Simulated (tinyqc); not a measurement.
Binding against carrier density: donor level screened by free carriers (Yukawa potential).

Screening wave number: Debye ks^2 = 4 pi q n/(eps kB T); Thomas-Fermi ks^2 = 6 pi q n/(eps EF) with EF = c (3 pi^2 n/gv)^(2/3)/m, c = hbar^2/2m0; the two are joined by 1/ks^2 = sqrt(1/ks_D^4 + 1/ks_TF^4). 1e18/cm^3 = 1e-6/angstrom^3, q = e^2/(4 pi eps0).

Potential -(q/(eps r)) exp(-ks r), q = e^2/(4 pi eps0). In units Ry* = Ry m/eps^2 and a* = a0 eps/m the problem is [-Laplacian - 2 exp(-x r)/r] psi = E psi with x = ks a*.

Converged values use 18 functions exp(-z r), z = 1.55^i, i = -11 to 6: S = 2/A^3, H = z_i z_j S - 2/(A + x)^2, A = z_i + z_j.

Constants: e^2/(4 pi eps0) = 14.39964547 eV angstrom; kB = 8.617333262e-05 eV/K; hbar^2/2m0 = 3.80998211 eV angstrom^2.

Values chosen for the exercise (near those of a donor in GaN, with one mean mass; shifted at random, so the results belong to these values and not to a real crystal): m = 0.201 m0 (mass); eps = 9.2 (dielectric constant); gv = 1 (valleys); T = 400 K (temperature); nl = (0.018, 0.06, 0.18, 0.6, 1.8, 6, 18) x 1e18/cm^3 (densities).

Ry* = 32.3103 meV
a* = 24.221 angstrom

x from the joined ks; converged 1s binding (dash: x above 1.17, at or past the limit 1.19 where the state unbinds).

Results:

| n (1e18/cm^3) | EF/kB T | 1/ks (angstrom) | x | binding (meV) | n^(1/3) a* |
|---|---|---|---|---|---|
| 0.018 | 0.04 | 312.1 | 0.078 | 27.57 | 0.063 |
| 0.060 | 0.08 | 171.0 | 0.142 | 24.05 | 0.095 |
| 0.18 | 0.17 | 99.0 | 0.245 | 19.04 | 0.137 |
| 0.60 | 0.37 | 54.9 | 0.441 | 11.41 | 0.204 |
| 1.8 | 0.78 | 33.1 | 0.731 | 4.05 | 0.295 |
| 6.0 | 1.74 | 21.1 | 1.146 | 0.04 | 0.440 |
| 18 | 3.61 | 15.9 | 1.520 | - | 0.635 |

How do the results move, and what explains it?

The binding falls from 27.6 to 0.0 meV (bare value 32.3); it passes half the bare value between 0.18 and 0.6 x 1e18/cm^3. The level is unbound, or bound by less than 0.001 Ry*, from 18 x 1e18/cm^3 on; as the density rises, it is lost by the time n^(1/3) a* reaches 0.63. x grows with exponent 0.50 in n at the start and 0.26 at the end (1/2 for Debye, 1/6 for Thomas-Fermi screening). The level survives to n^(1/3) a* = 0.44, past the 0.26 of the Mott rule, which corresponds to x = 1 for one valley with degenerate screening; here the level lasts until x = 1.19, the screening is at most the degenerate value, and overlap of donors is left out.

Computed by tinyqc, a small Python program: `OMP_NUM_THREADS=1 python tinyqc.py 1281959 1281960 out.jsonl` (the numbers bound the seed that draws the inputs); one thread of a shared host (Intel(R) Xeon(R) Processor @ 2.30GHz), about 0.02 s for the whole set of steps.
